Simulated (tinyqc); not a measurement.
# Tunnelling through a gate dielectric, WKB transmission and Tsu-Esaki current: effects of single changes

Electrons leave the emitter at x = 0. Energies E (motion across the layers) are in eV from the emitter Fermi level; the collector Fermi level lies at -V and offers states at every E. No charge in the dielectric and no image force: F1 = V/t1, U = phi1 - F1 x. With C = hbar^2/(2 m0), kappa = sqrt(m (U - E)/C) where U > E and 0 elsewhere; T(E) = exp(-S), S = 2 times the integral of kappa over x.

Parameters, values chosen for the exercise; dielectric values close to those of hafnium oxide: temperature T = 300 K; Fermi energy of the emitter above its band bottom Ef = 0.35 eV; emitter mass in the supply function me = 0.88 m0; barrier of layer 1 above the emitter Fermi level at zero bias phi1 = 1.52 eV; tunnelling mass of layer 1 m1 = 0.19 m0; thickness of layer 1 t1 = 2 nm; voltage across the dielectric V = 0.3 V.

Constants: q = 1.602176634e-19 C, kB = 1.380649e-23 J/K, hbar = 1.054571817e-34 J s, m0 = 9.1093837015e-31 kg, Vt = kB T/q, hbar^2/(2 m0) = 0.0380998212 eV nm^2. Results are converted to the units shown.

Each table varies one quantity; the others keep the values above.

## Current against voltage

Each layer adds (2/F) sqrt(m/C) [G(u at its left edge) - G(u at its right edge)] to S, with u = U - E (0 where negative) and G(u) = (2/3) u^1.5. J = J0 times the integral of T(E) N(E) dE, N = ln[(1 + exp(-E/Vt))/(1 + exp((-E - V)/Vt))], J0 = q^2 me m0 kB T/(2 pi^2 hbar^3) (times 1e-4 for A/cm^2 per eV), from E = -Ef to far above the barrier (T = 1 there), by quadrature converged to the digits shown.

Result of one run:
```
V (V)  S at E = 0  T(E = 0)  J (A/cm^2)  mean E of the current (eV)
0.2         10.64  2.389e-5        8291                     -0.1842
```

What becomes of these results when the voltage across the dielectric V is changed from 0.2 to 1.25 V, all else the same?

Result of the changed run:
```
V (V)  S at E = 0  T(E = 0)  J (A/cm^2)  mean E of the current (eV)
1.25        8.259  2.588e-4     8.564e4                     -0.1900
```

The whole series:
```
V (V)  S at E = 0  T(E = 0)  J (A/cm^2)  mean E of the current (eV)
0.2         10.64  2.389e-5        8291                     -0.1842
0.55        9.946  4.790e-5     1.872e4                     -0.1973
0.9         9.169  1.042e-4     3.815e4                     -0.1945
1.25        8.259  2.588e-4     8.564e4                     -0.1900
1.6         6.975  9.352e-4     2.351e5                     -0.1784
1.95        5.723  0.003270     8.771e5                     -0.1766
2.3         4.852  0.007813     2.462e6                     -0.1853
2.65        4.211   0.01483     5.289e6                     -0.1916
3           3.720   0.02424     9.531e6                     -0.1963
```

J rises from 8290 to 9.53e6 A/cm^2, by 1.01 decades a volt between the first two rows and 0.731 between the last two. From V = 1.6 V on (among the rows) a band edge falls below the emitter Fermi level, so electrons at E = 0 no longer cross the full thickness. In 3 of the 9 rows the field exceeds 10 MV/cm (up to 15.0), more than most dielectrics sustain; the model ignores breakdown. In 4 of the 9 rows S is below 6, where a WKB prefactor of 1 is a rough guess.

## Effect of the barrier height

Same model as above.

Effect of the barrier height:
```
phi1 (eV)  S at E = 0  T(E = 0)  J (A/cm^2)  mean E of the current (eV)
0.8             7.186  7.575e-4     2.262e5                     -0.1833
0.93            7.877  3.795e-4     1.220e5                     -0.1867
1.06            8.511  2.012e-4     6.864e4                     -0.1895
1.19            9.102  1.115e-4     3.998e4                     -0.1917
1.31            9.614  6.679e-5     2.490e4                     -0.1934
1.44            10.14  3.948e-5     1.527e4                     -0.1951
1.57            10.64  2.395e-5        9567                     -0.1965
1.7             11.12  1.486e-5        6108                     -0.1977
```

J falls from 2.26e5 to 6110 A/cm^2, on average 1.74 decades for each eV, while S rises from 7.19 to 11.1, as phi1^(0.58) over the table (a flat barrier gives 0.5, a triangular one 1.5).

Numbers from tinyqc (`OMP_NUM_THREADS=1 python tinyqc.py 2540134 2540135 out.jsonl`; about 0.03 s on one thread of a shared Intel Xeon 2.30GHz).
